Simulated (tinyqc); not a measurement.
# Changing the pulse time t

Model: atomic layer deposition: Langmuir saturation, growth per cycle and coating of deep features. Computed by tinyqc, a small Python program. Command: `OMP_NUM_THREADS=1 python tinyqc.py 3015249 3015250 out.jsonl ald sweep`. One thread of a shared host (Intel(R) Xeon(R) Processor @ 2.30GHz), about 0.06 s of CPU time with the checks.

Precursor A sticks only on free sites, so a long enough pulse saturates; co-reactant B then frees the sites again.

Inputs (values chosen for the exercise, modelled on hafnium oxide from an amide and water): precursor mass M = 411 u; site density q = 2.8 1/nm^2; growth per cycle at saturation G = 1 angstrom; sticking probability beta on free sites = 0.084; precursor pressure p = 9 Pa; temperature T = 350 C; co-reactant completion per pulse c_B = 0.99; desorption energy E_d = 2.12 eV; purge time t_p = 12 s; aspect ratio a = 13.

Feature: long trench.

Constants: u = 1.6605390666e-27 kg; k_B = 1.380649e-23 J/K; k_B = 8.617333262e-05 eV/K.

Method:
- Wall flux F = p/sqrt(2 pi M k_B T); rate of filling k_a = beta F/q; desorption k_d = 1e13 exp(-E_d/(k_B T)) per second. 1/m^2 = 1e-18/nm^2.
- Temperatures in kelvin are T(C) + 273.15.
- One cycle from coverage th0: pulse A gives th1 = th_s + (th0 - th_s) exp(-(k_a + k_d) t), th_s = k_a/(k_a + k_d); the purge leaves th2 = th1 exp(-k_d t_p); pulse B converts c_B th2 into film and leaves th3 = (1 - c_B) th2. Growth = G c_B th2.
- The periodic state has th0 = th3: th0 = (1 - c_B) e_p th_s (1 - e_a)/(1 - (1 - c_B) e_p e_a), with e_a = exp(-(k_a + k_d) t), e_p = exp(-k_d t_p).
- Share of impinging molecules used = q (th1 - th0)/(F t).
- Diffusion-limited filling (Gordon) of a long trench of width w, hydraulic diameter 2w, so that a is replaced by a/2 in the hole formula: t = (q/F)(1 + 19a/8 + 3a^2/8). Reaction-limited filling needs ln(100)/k_a at any depth, k_a = beta F/q. Flow is molecular. The front picture holds when the modulus (a/2) sqrt(beta) is well above 1.
- Depth reached by the given pulse: solve the same formula for a. Exposure = p x diffusion-limited time; 1 langmuir = 1.33322e-4 Pa s.

One run for each value; columns: (1) pulse time t (s); (2) growth per cycle (angstrom); (3) share of impinging molecules used; (4) aspect ratio reached by the front in time t:
```
(1)           (2)       (3)     (4)
3.70e-06  0.00518  0.083778   0.000
9.10e-06  0.01270  0.083454   0.000
2.30e-05  0.03178  0.082630   0.000
5.60e-05  0.07558  0.080717   0.000
1.40e-04  0.17817  0.076114   0.522
3.50e-04  0.38674  0.066087   1.627
8.60e-04  0.69594  0.048399   3.596
2.10e-03  0.93797  0.026714   6.887
5.30e-03  0.98858  0.011156  12.450
1.30e-02  0.98915  0.004551  21.071
```

Describe and explain the trends.

Over the rows, growth per cycle (angstrom) rises from 0.00518 to 0.989 (exponent d ln y / d ln x 1.00 between the first rows and 6.4e-4 between the last); share of impinging molecules used falls from 0.0838 to 0.00455 (exponent d ln y / d ln x -0.0043 between the first rows and -1.00 between the last); aspect ratio reached by the front in time t rises from 0 to 21.1, flat over part of the range. At the high end the exponent of growth per cycle is 0.00, close to 0: self-limiting growth. At the low end the exponent of growth per cycle is 1.00, close to 1: far from saturation. At the high end the exponent of share of impinging molecules used is -1.00, close to -1: after saturation more gas is wasted. At the low end the exponent of share of impinging molecules used is 0.00, close to 0: every molecule still finds free sites. Growth saturates once k_a t passes a few units, since A sticks only on free sites; longer pulses then serve only depth.

Caution (all rows): many metal-organic precursors decompose at such temperatures, which adds growth left out here. Caution (rows 3.70e-6, 9.10e-6, 2.30e-5, 5.60e-5, 1.40e-4, 3.50e-4, 8.60e-4, 0.00210): common pulse valves need about 10 ms, so a pulse this short is formal. Caution (rows 3.70e-6, 9.10e-6, 2.30e-5, 5.60e-5, 1.40e-4, 3.50e-4, 8.60e-4, 0.00210): the pulse is shorter than ln(100)/k_a, so even the open surface is not saturated and the depth reached has no meaning. Caution (rows 3.70e-6, 9.10e-6, 2.30e-5, 5.60e-5, 1.40e-4, 3.50e-4, 8.60e-4, 0.00210, 0.00530): the depth reached is formal here: it is under 4/sqrt(beta), so no sharp front has formed.
